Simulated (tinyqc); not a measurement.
Decay of LO phonons and the hot-phonon bottleneck in the cooling of electrons: one step, computed by the program tinyqc. Command: `OMP_NUM_THREADS=1 python tinyqc.py 3025725 3025726 out.jsonl hotphonon walk`. One thread of a shared host (Intel(R) Xeon(R) Processor @ 2.30GHz), about 0.01 s of CPU time with the checks.

n(E, T) = 1/(exp(E/(k_B T)) - 1) is the Bose occupation. Electrons have a temperature T_e; the LO modes within their reach share one occupation N; the decay products stay at the lattice temperature.

Problem. Spontaneous emission time. Froehlich coupling alpha = (e^2/(4 pi eps_0)) (1/eps_inf - 1/eps_s) k_0/(2 hbar omega), k_0 = sqrt(m* hbar omega/(hbar^2/(2 m_0))); emission time tau_sp = hbar/(2 alpha hbar omega); bottleneck ratio r = (n/N_m) tau/tau_sp.

Inputs (values chosen for the exercise, modelled on zinc oxide):
```
quantity,value,unit
LO energy hbar omega,71.5,meV
lattice temperature T,300,K
electron mass m*,0.27,m_0
eps_inf,3.7,-
static dielectric constant eps_s,8.15,-
electron density n,1.3e+18,1/cm^3
"density of LO modes that the electrons reach, N_m",7e+19,1/cm^3
```

Decay channel: two unequal phonons (Ridley).

phonon lifetime tau = 0.8633726 ps

Constants: e^2/(4 pi eps_0) = 14.39964548 eV angstrom; hbar^2/(2 m_0) = 3.80998212 eV angstrom^2; hbar = 6.582119569e-16 eV s.

Give: alpha; emission time tau_sp; bottleneck ratio r.

Solution.

alpha = 1.058

emission time tau_sp = 4.352 fs

bottleneck ratio r = 3.685

r compares the rate at which electrons exchange quanta with a mode to its decay rate. Exchange outruns decay, so a hot population builds up if the power is high enough. Caution: alpha is above 1/2, so hbar/tau_sp exceeds hbar omega and the emission time, a weak-coupling result, is only rough.
